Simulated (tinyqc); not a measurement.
What each parameter does: overlap of hydrogenic dopants: pairs, impurity band and the Mott density.

Ry* = Ry m/eps^2, aB = a0 eps/m. For 1s orbitals a distance rho = R/aB apart, in Ry*: overlap S = exp(-rho)(1 + rho + rho^2/3), J = (2/rho)(1 - (1 + rho) exp(-2 rho)) (attraction to the other ion), Kx = 2 (1 + rho) exp(-rho) (exchange of one electron). One electron on a pair has E = -1 - (J +/- Kx)/(1 +/- S), without the repulsion 2/rho of the ions. Hopping after orthogonalisation: t = (Kx - S J)/(1 - S^2), half the splitting. Dopants on a lattice with z neighbours, n = 1/R^3 (simple cubic), give a band of width B = 2 z t, as on any lattice of two interpenetrating sublattices. Valleys, central cells and disorder are left out.

Constants: Ry = 13.60569312 eV; a0 (Bohr radius) = 0.5291772105 angstrom.

Values chosen for the exercise (an isotropic mass and dielectric constant of the size used for donors in Si; not measured data): m = 0.303 m0 (mass); eps = 12 (dielectric constant); rho = 2.2 aB (distance of a pair); N = 0.015 1/aB^3 (dopant density); z = 6 (neighbours in the dopant lattice).

At fixed N in units of 1/aB^3 and fixed rho: Ry*, 2t of the pair, B of the lattice and the density in 1e18/cm^3 (1/angstrom^3 = 1e24/cm^3).

One parameter was then changed.

Results before and after:
```
case     Ry* (meV)  2t (meV)  B (meV)  density (1e18/cm^3)
base        28.629   19.4716   30.325                1.630
changed     23.660   16.0922   25.062                1.224
```

Which of these changes was made? (a) eps = 13.2; (b) m = 0.3333 m0; (c) N = 0.0225 1/aB^3; (d) rho = 2.7 aB.
Answer: (a) eps = 13.2. Of the candidates, run in turn, only this one gives the changed row.

All candidates:
```
case               Ry* (meV)  2t (meV)  B (meV)  density (1e18/cm^3)
base                  28.629   19.4716   30.325                1.630
m = 0.3333 m0         31.492   21.4188   33.358                2.169
eps = 13.2            23.660   16.0922   25.062                1.224
rho = 2.7 aB          28.629   13.6032   30.325                1.630
N = 0.0225 1/aB^3     28.629   19.4716   44.374                2.444
```

Run: tinyqc, `OMP_NUM_THREADS=1 python tinyqc.py 1480418 1480419 out.jsonl`; Intel(R) Xeon(R) Processor @ 2.30GHz, one thread, shared host; about 0.01 s of CPU time with all checks.
